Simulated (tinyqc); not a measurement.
Regular and subregular solution with a miscibility gap. From spinodal x_s1 back to temperature T. Computed by tinyqc, a small Python program. Command: `OMP_NUM_THREADS=1 python tinyqc.py 3008588 3008589 out.jsonl regsol inv`. One thread of a shared host (Intel(R) Xeon(R) Processor @ 2.30GHz), about 0.02 s of CPU time with the checks.

Per mole of mixing sites: G(x) = x (1 - x) [L0 + L1 (1 - 2x)] + R T [x ln x + (1 - x) ln(1 - x)], x the fraction of B.

Inputs (values chosen for the exercise, modelled on GaP(1-x)As(x)): lattice constant a_A = 5.451 angstrom; lattice constant a_B = 5.653 angstrom; constant K = 46200 kJ angstrom^2.5/mol; asymmetry L1 = 0 kJ/mol.

Source of L0: delta-lattice-parameter rule.

Constants: R = 8.314462618 J/(mol K).

Method:
- A bonding enthalpy -K a^(-2.5) with a linear in x gives L0 = 4.375 K (a_A - a_B)^2/abar^4.5, abar the mean lattice constant; eta = (a_B - a_A)/abar.
- The spinodal is G'' = 0, R T_s(x) = x (1 - x) [2 L0 + 6 L1 (1 - 2x)]; the critical point is its maximum.
- G' = L0 (1 - 2x) + L1 (1 - 6x + 6x^2) + R T ln[x/(1 - x)]; G'' = -2 L0 - 6 L1 (1 - 2x) + R T/[x (1 - x)].
- Solve G'' = 0 on each side of x_c.

Task: A run gave the result below. Find the temperature T, known to lie between 79 and 200 K.

spinodal x_s1 = 0.1751136

Result:

Each step takes the trial c = (a f_b - b f_a)/(f_b - f_a), f being the result less the target and a, b, c the logarithms of the listed values; c replaces end b, the old b replaces a if the sign of f changed, and otherwise f_a is halved.

Scan of the range:
```
temperature T (K)  spinodal x_s1
79.0                    0.098941
92.2                    0.117964
108.0                   0.142060
126.0                   0.171658
147.0                   0.209983
171.0                   0.261200
200.0                   0.344119
```

False position (Illinois rule, in the logarithm of the input) inside the bracket:
```
step    end a    end b    trial  spinodal x_s1
1     126.000  147.000  127.763       0.174703
2     147.000  127.763  127.972       0.175065
3     147.000  127.972  128.021       0.175151
4     127.972  128.021  128.000       0.175114
5     128.021  128.000  128.000       0.175114
```

Spinodal x_s1 rises at every point of a 13-point scan of the range (every second point is shown), so one value fits; it is bracketed by 126 and 147. Answer: temperature T = 128.0 K.

Caution: at such a low temperature diffusion in a solid alloy is normally frozen, so this equilibrium would not be reached.
